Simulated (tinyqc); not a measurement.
Fermi-level pinning from two metals.

Problem. Cowley-Sze model with the space charge neglected: phiB = S (phiM - chi) + (1 - S)(Eg - phi0), S = 1/(1 + q Dit dl/(eps0 ei)), dl in cm. Find S, phi0 and Dit.

Values chosen for this exercise; band and dielectric values close to those of cadmium telluride:
- Eg = 1.5 eV (band gap)
- chi = 4.22 eV (electron affinity)
- dl = 0.6 nm (thickness of the interfacial layer)
- ei = 1 (relative permittivity of the interfacial layer)

Constants: q = 1.602176634e-19 C, eps0 = 8.8541878128e-14 F/cm where lengths are in cm. Results are converted to the units shown.

barriers for metals with phiM = 4.59 and 5.53 eV (eV): 0.65906449  0.91976294

Solution. S is the slope of phiB against phiM; either barrier then gives phi0, and S gives Dit.

S = 0.277
phi0 = 0.730 eV
Dit = 2.40e13 cm^-2 eV^-1

Computed by the program tinyqc: `OMP_NUM_THREADS=1 python tinyqc.py 2020032 2020033 out.jsonl`, one thread of a shared Intel Xeon 2.30GHz, about 0.06 s for the whole run.
